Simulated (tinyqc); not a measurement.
Mobility of a non-polar semiconductor in the relaxation-time approximation: one step, computed by the program tinyqc.

Each valley is treated as a sphere of mass m_d for states and rates, with one isotropic relaxation time; the conductivity mass m_c sets the current.

Problem. Rates at a few energies. Parabolic band: E = hbar^2 k^2/(2 m), speed v = hbar k/m, states per spin, volume and energy g(E) = m k/(2 pi^2 hbar^2). Here m = m_d. Masses are multiplied by m_0 and all formulas are in SI units. Phonon occupation N_q = 1/(exp(hbar w/(k_B T)) - 1). Acoustic deformation potential (elastic, equipartition, absorption and emission together): 1/tau = 2 pi k_B T D_A^2 g(E)/(hbar rho v_l^2). Optical or intervalley deformation potential: 1/tau = (pi Z_f D_o^2/(rho w)) [N_q g(E + hbar w) + (N_q + 1) g(E - hbar w)], with g = 0 below the band edge. Each optical term is multiplied by (1 - f(E'))/(1 - f(E)), E' the final energy, for Pauli blocking. Singly charged impurities, momentum relaxation: 1/tau = N_I e^4 m (1 + 2 alpha E) Phi/(8 pi (eps_s eps_0)^2 hbar^3 k^3), with alpha = 0 for a parabolic band. Brooks-Herring: Phi = ln(1 + b) - b/(1 + b), b = 4 k^2 L_s^2. Neutral impurities (Erginsoy): 1/tau = 20 N_n a_B hbar/m, a_B = 4 pi eps_s eps_0 hbar^2/(m e^2).

Inputs (values chosen for the exercise, modelled on holes in germanium): static permittivity eps_s = 16; density rho = 5323 kg/m^3; sound velocity v_l = 5320 m/s; acoustic deformation potential D_A = 5.5 eV; phonon energy hbar w = 36.3 meV; optical or intervalley deformation potential D_o = 7.1 1e8 eV/cm; final valleys Z_f = 1; temperature T = 100 K; neutral impurity density N_n = 1.8e+17 1/cm^3.

Band: parabolic. Impurity formula: Brooks-Herring. Further scattering: neutral impurities.

reduced Fermi level eta = 0.2976656

density-of-states mass m_d = 0.299 m_0

ionised impurity density N_I = 4.668571e+18 1/cm^3

screening length L_s = 3.653695 nm

Constants: k_B = 8.617333262e-05 eV/K; k_B = 1.380649e-23 J/K; e = 1.602176634e-19 C; hbar = 1.054571817e-34 J s; m_0 = 9.1093837015e-31 kg; hbar = 6.582119569e-16 eV s; eps_0 = 8.8541878128e-12 F/m.

Give: Rates (1e12/s) at E = (max(eta, 0) + 0.5, 1, 2, 4) k_B T.

Solution.

Rates (1e12/s) at E = (max(eta, 0) + 0.5, 1, 2, 4) k_B T:
```
E (meV)  acoustic  optical  ionised impurity  neutral impurity
6.87       0.1222  0.02394             69.37             3.947
11.18      0.1558  0.02145             49.79             3.947
19.80      0.2074  0.01942             30.92             3.947
37.03      0.2836  0.08023             16.86             3.947
```
